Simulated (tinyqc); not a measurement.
Inside a calculation. Model: MOSFET in saturation, small-signal circuit and noise.

Program tinyqc, `OMP_NUM_THREADS=1 python tinyqc.py 2150020 2150021 out.jsonl`; Intel Xeon 2.30GHz, shared host, one thread, about 0.01 s. Printed values are rounded.

Bias by the inversion coefficient IC = I/Ispec (charge-based model with velocity saturation; weak inversion below 0.1, strong above 10). Common-source circuit: gm, gds, Cgs, Cgd and Cj at the inner nodes, Rg in series with the gate; quasi-static, no source or drain resistance, no gate-body capacitance, no substrate network, no induced gate noise, so fmax is an upper estimate.

Values chosen for this exercise:

| symbol | value | unit | meaning |
|---|---|---|---|
| T | 350 | K | temperature |
| L | 180 | nm | gate length |
| W | 20 | um | total gate width |
| Cox | 2.03 | uF/cm^2 | gate capacitance |
| mu | 290 | cm^2/(V s) | mobility |
| n | 1.17 |  | slope factor |
| Ls | 25 | nm | velocity-saturation length |
| sg | 0.026 |  | ratio gds/gm |
| Cov | 0.4 | fF/um | overlap and fringe capacitance per side |
| Cj | 0.55 | fF/um | drain junction capacitance |
| Rsh | 10 | ohm | sheet resistance of the gate |
| Wf | 0.5 | um | finger width |
| Rc | 100 | ohm um | gate contact and vertical resistance |
| IC | 0.23 |  | inversion coefficient |
| gw | 0.11 |  | short-channel excess of the noise factor |
| Nt | 8.9e16 | cm^-3 eV^-1 | oxide trap density |
| lt | 0.1 | nm | tunnelling length into the oxide |
| ac | 3000 | V s/C | Coulomb scattering coefficient |
| f | 0.9 | GHz | signal frequency |

Constants: q = 1.602176634e-19 C, kB = 1.380649e-23 J/K, Vt = kB T/q. Results are converted to the units shown.

Range of the model: fmax exceeds 4 fT, where channel resistance and substrate losses, left out here, would cap it.

## Current, transconductance and gain

Ispec = 2 n mu Cox (W/L) Vt^2, lc = Ls/L, gms = [sqrt((lc IC + 1)^2 + 4 IC) - 1]/[2 + lc (lc IC + 1)], gm = gms Ispec/(n Vt), gds = sg gm.

Ispec = 139.235 uA
I = 32.0241 uA
gms = 0.190763
gm = 0.752692 mS
gds = 0.0195700 mS
gm/I = 23.5039 1/V

gm/I is 82.9 % of its weak-inversion limit 1/(n Vt); without velocity saturation (lc = 0) gms would be 0.193.

## Capacitances, gate resistance and cut-off frequencies

qs = [sqrt(1 + 4 IC) - 1]/2, Cgs = Cox W L qs (2 qs + 3)/(3 (qs + 1)^2) + Cov W, Cgd = Cov W, Cd = Cj W, Rg = Rsh (Wf/L)/(12 Nf) + Rc/W with Nf = W/Wf fingers (not rounded) contacted at both ends. fT = gm/(2 pi (Cgs + Cgd)), fmax = fT/(2 sqrt(Rg (gds + 2 pi fT Cgd))).

Cgs = 19.1769 fF
Cgd = 8 fF
Cd = 11 fF
Rg = 5.05787 ohm
fT = 4.40796 GHz
fmax = 63.1089 GHz

Overlap and fringe make up 58.9 % of the gate capacitance; fmax is 14.3 times fT.

## Admittance matrix

Inner admittances at w = 2 pi f: y11 = i w (Cgs + Cgd), y12 = -i w Cgd, y21 = gm - i w Cgd, y22 = gds + i w (Cgd + Cd). Invert to Z, add Rg to Z11 and invert back to Y.

inner y (mS):
```
                    1                   2
1  0.000000+0.153682i  0.000000-0.045239i
2  0.752692-0.045239i  0.019570+0.107442i
```

Y with Rg (mS):
```
                    1                    2
1  0.000119+0.153682i  -0.000035-0.045239i
2  0.752657-0.045824i   0.019580+0.107615i
```

## Current gain and unilateral power gain

|h21| = |Y21/Y11|; U = |Y21 - Y12|^2/(4 [Re Y11 Re Y22 - Re Y12 Re Y21]). Extrapolated at 20 dB a decade: f |h21| and f sqrt(U).

|h21| = 4.90657
U = 4916.96
f |h21| = 4.41592 GHz
f sqrt(U) = 63.1089 GHz

f |h21| is 0.18 % above the formula for fT, and f sqrt(U) within 0.01 % of that for fmax.

## Noise at the gate

Channel noise Sid = 4 kB T gam n gm with gam = (1/2 + (2/3) qs)/(1 + qs) + gw lc IC, qs = [sqrt(1 + 4 IC) - 1]/2, lc = Ls/L (the last term an empirical rise with velocity saturation); at the gate, white noise Sw = Sid/gm^2 + 4 kB T Rg. Number fluctuation with correlated mobility: S(f) = K/f, K = q^2 Vt lt Nt/(W L Cox^2) (1 + ac mu Cox I/gm)^2, Vt in eV with Nt per eV. Corner fc = K/Sw. Full shot noise would be 2 q I.

gam = 0.530456
Sid = 9.02950e-24 A^2/Hz
Sid/(2 q I) = 0.879926
sqrt(Sw) = 4.00444 nV/Hz^0.5
K = 5.36893e-12 V^2
fc = 0.334814 MHz

The gate resistance gives 0.61 % of the white noise power.
